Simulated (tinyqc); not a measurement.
Minority carriers and saturation current of a heavily doped emitter: two steps of the calculation.

n-type, parabolic bands, full ionisation. eta = (EF - Ec)/kB T solves N = Nc F12(eta), F12(x) = (2/sqrt(pi)) int_0^infinity sqrt(u)/(1 + exp(u - x)) du. The gap shrinks rigidly by dEg = a3 y^(1/3) + a4 y^(1/4) + a2 y^(1/2), y = N/1e18 cm^-3, an empirical law that is here taken as the true narrowing.

Values chosen for this exercise; band and dielectric values close to those of silicon:
- T = 400 K (temperature)
- Eg = 1.12 eV (band gap)
- Nc = 4.31e19 cm^-3 (conduction-band density of states at 400 K)
- Nv = 4.13e19 cm^-3 (valence-band density of states at 400 K)
- N = 1.5e19 cm^-3 (ionised donor density)
- a3 = 8.6 meV (coefficient of (N/1e18)^(1/3))
- a4 = 8.9 meV (coefficient of (N/1e18)^(1/4))
- a2 = 3.6 meV (coefficient of (N/1e18)^(1/2))

Constants: q = 1.602176634e-19 C, kB = 1.380649e-23 J/K, Vt = kB T/q. Results are converted to the units shown.

Task 1. Fermi level. Newton step on ln F12(eta) = ln(N/Nc): eta(new) = eta - ln(Nc F12/N) F12/Fm, Fm(x) = dF12/dx = (1/sqrt(pi)) int_0^infinity u^(-1/2)/(1 + exp(u - x)) du.

eta at the start (Boltzmann value) = -1.0555

Wanted: F12; Fm; eta after iteration 1.

Result 1.

F12 = 0.3118
Fm = 0.2811
eta after iteration 1 = -0.9337

Task 2. Effective intrinsic density. ni = sqrt(Nc Nv) exp(-Eg/(2 Vt)), Eg in volts; degeneracy factor g = F12(eta) exp(-eta); nie^2 = ni^2 exp(dEg/kB T) g, p0 = nie^2/N; apparent narrowing dEg + kB T ln g.

converged eta = -0.93301975

Find: ni; dEg; g; apparent narrowing; nie; p0.

Result 2.

ni = 3.7113e12 cm^-3
dEg = 52.667 meV
g = 0.88475
apparent narrowing = 48.446 meV
nie = 7.4942e12 cm^-3
p0 = 3.7442e6 cm^-3

Narrowing multiplies p0 by 4.61 and degeneracy by 0.885.

Range of the model: Band tails, non-parabolic bands and incomplete ionisation are left out.

Numbers from tinyqc (`OMP_NUM_THREADS=1 python tinyqc.py 2330170 2330171 out.jsonl`; about 0.01 s on one thread of a shared Intel Xeon 2.30GHz).
